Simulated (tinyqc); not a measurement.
# Scattering rates of a carrier in a spherical band by Fermi's golden rule, step by step

A worked calculation. Computed by tinyqc, a small Python program that keeps every step. Command: `OMP_NUM_THREADS=1 python tinyqc.py 3011291 3011292 out.jsonl scatter walk`. One thread of a shared host (Intel(R) Xeon(R) Processor @ 2.30GHz), about 0.01 s of CPU time with the checks. Intermediate numbers are printed to about 7 digits and carried at full precision; extremes and crossings named in words are read from the listed rows.

All processes here are isotropic or elastic, and the rate listed is the momentum relaxation rate.

Inputs (values chosen for the exercise, modelled on electrons in germanium):

| quantity | value | unit |
|---|---|---|
| density-of-states mass of one valley m | 0.217 | m_0 |
| static permittivity eps_s | 16 | - |
| density rho | 5323 | kg/m^3 |
| sound velocity v_l | 5240 | m/s |
| acoustic deformation potential D_A | 11 | eV |
| phonon energy hbar w | 33.5 | meV |
| optical or intervalley deformation potential D_o | 5.3 | 1e8 eV/cm |
| final valleys Z_f | 3 | - |
| ionised impurity density N_I | 1.3e+18 | 1/cm^3 |
| temperature T | 250 | K |
| carrier energy E | 160 | meV |
| alloy fraction x | 0.19 | - |
| alloy potential U | 0.96 | eV |
| lattice constant a | 5.66 | angstrom |

Crystal: non-polar. Band: parabolic. Impurity formula: Brooks-Herring. Further scattering: alloy.

Constants: m_0 = 9.1093837015e-31 kg; e = 1.602176634e-19 C; hbar = 1.054571817e-34 J s; k_B = 8.617333262e-05 eV/K; eps_0 = 8.8541878128e-12 F/m; k_B = 1.380649e-23 J/K; hbar = 6.582119569e-16 eV s.

## The band at energy E

Parabolic band: E = hbar^2 k^2/(2 m), speed v = hbar k/m, states per spin, volume and energy g(E) = m k/(2 pi^2 hbar^2). Masses are multiplied by m_0 and all formulas are in SI units.

wave number k = 0.9546153 1/nm

speed v = 509279.1 m/s

g(E) = 1.377227e+20 1/(eV cm^3)

## Phonon occupation and screening length

Phonon occupation N_q = 1/(exp(hbar w/(k_B T)) - 1). Debye screening by free carriers of density N_I: L_s = sqrt(eps_s eps_0 k_B T/(e^2 N_I)).

N_q = 0.2677296

screening length L_s = 3.827930 nm

Above the threshold emission is favoured over absorption by (N_q + 1)/N_q = exp(hbar w/k_B T) = 4.74, apart from the density of final states. Caution: the doping exceeds half the effective density of states of one valley, so Debye screening (where used) and free final states are rough assumptions.

## Acoustic phonons

Acoustic deformation potential (elastic, equipartition, absorption and emission together): 1/tau = 2 pi k_B T D_A^2 g(E)/(hbar rho v_l^2).

acoustic rate = 3.756723e+12 1/s

## Optical or intervalley phonons

Optical or intervalley deformation potential: 1/tau = (pi Z_f D_o^2/(rho w)) [N_q g(E + hbar w) + (N_q + 1) g(E - hbar w)], with g = 0 below the band edge.

absorption rate = 6.348630e+11 1/s

emission rate = 2.430609e+12 1/s

Emission is 3.83 times absorption here.

## Ionised impurities

Singly charged impurities, momentum relaxation: 1/tau = N_I e^4 m (1 + 2 alpha E) Phi/(8 pi (eps_s eps_0)^2 hbar^3 k^3), with alpha = 0 for a parabolic band. Brooks-Herring: Phi = ln(1 + b) - b/(1 + b), b = 4 k^2 L_s^2.

b = 53.41271

ionised-impurity rate = 9.920340e+11 1/s

## All rates at E

Alloy disorder: 1/tau = (2 pi/hbar) Omega x (1 - x) U^2 g(E), Omega = a^3/4 (other conventions for Omega rescale U). Rates add: 1/tau_m is the sum, and the mean free path is v tau_m.

Momentum relaxation rates:

| process | rate (1/s) | share (%) |
|---|---|---|
| acoustic | 3.756723e+12 | 23.09439 |
| optical absorption | 6.348630e+11 | 3.902809 |
| optical emission | 2.430609e+12 | 14.94213 |
| ionised impurity | 9.920340e+11 | 6.098512 |
| alloy | 8.452593e+12 | 51.96216 |

momentum relaxation time tau_m = 61.47482 fs

mean free path = 31.30784 nm

The largest rate is alloy (52 %), then acoustic (23 %).

## Rates against energy

The formulas are those given above.

Momentum relaxation rates (1e12/s) and the total time:

| E (meV) | acoustic | optical absorption | optical emission | ionised impurity | alloy | tau_m (fs) |
|---|---|---|---|---|---|---|
| 3.4 | 0.547632 | 0.2772380 | 0.000000 | 24.09651 | 1.23217 | 38.23574 |
| 8.4 | 0.860773 | 0.2954245 | 0.000000 | 16.38349 | 1.93673 | 51.34413 |
| 17.0 | 1.224542 | 0.3243286 | 0.000000 | 9.95844 | 2.75521 | 70.11385 |
| 30.0 | 1.626709 | 0.3636859 | 0.000000 | 6.03861 | 3.66008 | 85.54991 |
| 37.0 | 1.806550 | 0.3832076 | 0.404300 | 4.93101 | 4.06472 | 86.28285 |
| 50.0 | 2.100072 | 0.4170449 | 0.877833 | 3.63443 | 4.72514 | 85.07362 |
| 74.0 | 2.554848 | 0.4731990 | 1.375300 | 2.39090 | 5.74838 | 79.72808 |
| 120.0 | 3.253418 | 0.5654494 | 2.009916 | 1.38772 | 7.32016 | 68.79157 |
| 200.0 | 4.200144 | 0.6974017 | 2.788540 | 0.76066 | 9.45029 | 55.87519 |
| 340.0 | 5.476318 | 0.8820331 | 3.783425 | 0.39825 | 12.32167 | 43.74129 |

The largest rate is ionised impurity from 3.40 to 37.0, alloy from 50.0 to 340 meV. Crossing hbar w = 33.5 meV opens emission: tau_m goes from 85.5 to 86.3 fs between the two rows around it. The impurity rate goes between the last rows as E^-1.22, against the E^(-3/2) of unscreened Rutherford scattering; the acoustic rate follows g(E) and grows by a factor 10.0 over the table. At 3.4, 8.4, 17 meV hbar/tau exceeds E/2, so the golden rule loses its meaning there.

Checks made by the program: Brooks-Herring rate against the angular integral of the screened Coulomb matrix element (relative difference below 1e-10).
